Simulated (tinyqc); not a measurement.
Bandgap voltage reference from two bipolar transistors: one step of the calculation.

Two transistors of area 1 and N carry the same current I. Is(T) = Is (T/T0)^eta exp[(Vg0 q/kB)(1/T0 - 1/T)], VBE1 = Vt ln(I/Is(T)) + I rb, VBE2 = Vt ln(I/(N Is(T))) + I rb/N. The amplifier forces I R1(T) = VBE1 - VBE2 + Vos, with R(T) = R (1 + tc (T - T0)) for both resistors, and the output is Vref = VBE1 + I R2(T). Base currents and the Early effect are neglected.

Task. Resistor for zero slope at T0, ideal case. With tc = 0, Vos = 0 and rb = 0 the current is proportional to T, dVBE/dT = (VBE - Vg0 - (eta - 1) Vt)/T, and Vref has zero slope at T0 when Vref = Vg0 + (eta - 1) Vt0. Find VBE1, its slope, that Vref, R2/R1 and the curvature d2Vref/dT2 = -(eta - 1) kB/(q T0).

Parameters, values chosen for the exercise; values of the order met in silicon bipolar transistors:
```
symbol,value,unit,meaning
T0,298,K,reference temperature
Vg0,1.141,V,band-gap voltage extrapolated to 0 K
eta,4.1,,temperature exponent of the saturation current
Is,2e-16,A,saturation current of the unit transistor at T0
N,4,,area ratio of the second transistor
R1,28,kohm,"resistor across which the difference of VBE falls, at T0"
```

Constants: q = 1.602176634e-19 C, kB = 1.380649e-23 J/K. Results are converted to the units shown.

Give: VBE1; dVBE/dT; Vref; R2/R1; curvature.

Result.

VBE1 = 0.5797 V
dVBE/dT = -2.151 mV/K
Vref = 1.221 V
R2/R1 = 18.00
curvature = -0.8964 uV/K^2

Program tinyqc, `OMP_NUM_THREADS=1 python tinyqc.py 2062194 2062195 out.jsonl`; Intel Xeon 2.30GHz, shared host, one thread, about 0.03 s.
